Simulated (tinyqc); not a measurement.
Sp3 tight binding, zinc-blende lattice, step by step. One step of it, computed by the program tinyqc.

Task: Levels at X. Diagonalise the Hermitian matrix.

H(k) at X (eV):
```
                     a s                a px                a py                a pz
a s           -14.520000            0.000000            0.000000            0.000000
a px            0.000000           -5.540000            0.000000            0.000000
a py            0.000000            0.000000           -5.540000            0.000000
a pz            0.000000            0.000000            0.000000           -5.540000
c s             0.000000  0.000000+5.708782i            0.000000            0.000000
c px  0.000000-5.708782i            0.000000            0.000000            0.000000
c py            0.000000            0.000000            0.000000  0.000000-7.254710i
c pz            0.000000            0.000000  0.000000-7.254710i            0.000000

                     c s                c px                c py                c pz
a s             0.000000  0.000000+5.708782i            0.000000            0.000000
a px  0.000000-5.708782i            0.000000            0.000000            0.000000
a py            0.000000            0.000000            0.000000  0.000000+7.254710i
a pz            0.000000            0.000000  0.000000+7.254710i            0.000000
c s           -14.520000            0.000000            0.000000            0.000000
c px            0.000000           -5.540000            0.000000            0.000000
c py            0.000000            0.000000           -5.540000            0.000000
c pz            0.000000            0.000000            0.000000           -5.540000
```

Give: eigenvalues.

Result:

eigenvalues (eV): -17.2929  -17.2929  -12.7947  -12.7947  -2.7671  -2.7671  1.7147  1.7147
